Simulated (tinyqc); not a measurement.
Against the doping: grain-boundary trapping model (Seto) of a polycrystalline semiconductor film. Computed by tinyqc, a small Python program. Command: `OMP_NUM_THREADS=1 python tinyqc.py 3011616 3011617 out.jsonl poly walk`. One thread of a shared host (Intel(R) Xeon(R) Processor @ 2.30GHz), about 0.01 s of CPU time with the checks.

Grains of equal size L are joined by thin boundaries with one trap level. Trapped carriers deplete a width W on each side and raise a barrier, crossed by thermionic emission. Dopants are fully ionised, statistics are non-degenerate and mu_g does not depend on T.

Inputs (values chosen for the exercise, modelled on polycrystalline silicon):

| quantity | value | unit |
|---|---|---|
| permittivity eps | 11.7 | - |
| effective mass m | 0.41 | m_0 |
| effective density of states at 300 K, N_c | 2e+19 | 1/cm^3 |
| grain size L | 200 | nm |
| trap density Q_t | 8.7e+11 | 1/cm^2 |
| trap level E_t below the band edge | 0.23 | eV |
| mobility inside the grains mu_g | 78 | cm^2/(V s) |
| temperature T | 300 | K |

Grain interior: resistance included.

Constants: e = 1.602176634e-19 C; eps_0 = 8.8541878128e-12 F/m; k_B = 8.617333262e-05 eV/K; m_0 = 9.1093837015e-31 kg; k_B = 1.380649e-23 J/K.

Method:
- If all traps fill, the grain is just depleted at N* = Q_t/L, with the barrier e Q_t L/(8 eps eps_0).
- N_c(T) = N_c (T/300 K)^(3/2). Filled traps Q = Q_t/(1 + (1/2) exp((E_t* - E_F)/k_B T)), where E_t* = e V_B - E_t and E_F are counted from the band edge at the grain centre. Partial depletion: Q = 2 N W, V_B = e N W^2/(2 eps eps_0), E_F = k_B T ln(N/N_c); solve for W. If that W would exceed L/2 the grain is fully depleted: W = L/2, Q = N L, and E_F follows from the trap equation. Centre density n_0 = N_c exp(E_F/k_B T).
- Boundary: sigma_b = L e^2 n_0 exp(-e V_B/k_B T)/sqrt(2 pi m k_B T); drift through the grain, depleted parts included: rho_g = [(1 - 2W/L) + (2W/L) int_0^1 exp(y^2 s^2) ds]/(e n_0 mu_g); rho = 1/sigma_b + rho_g. Mean carrier density n_av = n_0 [(1 - 2W/L) + (2W/L) (sqrt(pi)/2) erf(y)/y], y = sqrt(e V_B/k_B T); effective mobility 1/(e n_av rho).

N* = 4.35e+16 1/cm^3

The same film:

| N (1/cm^3) | W (nm) | V_B (V) | mean density (1/cm^3) | mobility (cm^2/(V s)) | rho (ohm cm) |
|---|---|---|---|---|---|
| 1.30e+15 | 100.00 | 0.010053 | 5.4983e+13 | 74.654 | 1.5206e+03 |
| 4.40e+15 | 100.00 | 0.034025 | 3.9710e+14 | 63.601 | 2.4713e+02 |
| 1.10e+16 | 98.44 | 0.082433 | 5.4835e+15 | 29.620 | 3.8428e+01 |
| 2.20e+16 | 71.34 | 0.086588 | 1.3832e+16 | 26.181 | 1.7235e+01 |
| 3.50e+16 | 57.04 | 0.088062 | 2.4535e+16 | 25.988 | 9.7887e+00 |
| 5.20e+16 | 46.76 | 0.087917 | 3.9264e+16 | 27.135 | 5.8582e+00 |
| 8.70e+16 | 35.42 | 0.084401 | 7.1139e+16 | 31.332 | 2.8002e+00 |
| 1.70e+17 | 22.92 | 0.069063 | 1.5172e+17 | 45.770 | 8.9878e-01 |
| 4.40e+17 | 9.78 | 0.032540 | 4.2713e+17 | 70.047 | 2.0861e-01 |
| 1.70e+18 | 2.56 | 0.008588 | 1.6956e+18 | 75.440 | 4.8793e-02 |

What follows from these numbers?

The barrier peaks among these rows at N = 3.5e16 (0.088 V) and the mobility has its minimum at 3.5e16; N* is 4.4e16. While the grain is fully depleted (W = L/2) V_B grows as N; once all traps are filled it falls as 1/N (last exponent -0.99). From 1.1e16 to 8.7e16 it is pinned, because the trap level has met E_F and the traps fill only in part. Partly depleted rows (W < L/2) with e V_B below 2 k_B T stretch the depletion approximation. rho drops most steeply, as N^-2.0, between 4.4e15 and 1.1e16.

Extremes, crossings and ranges named in words are read from the listed rows.
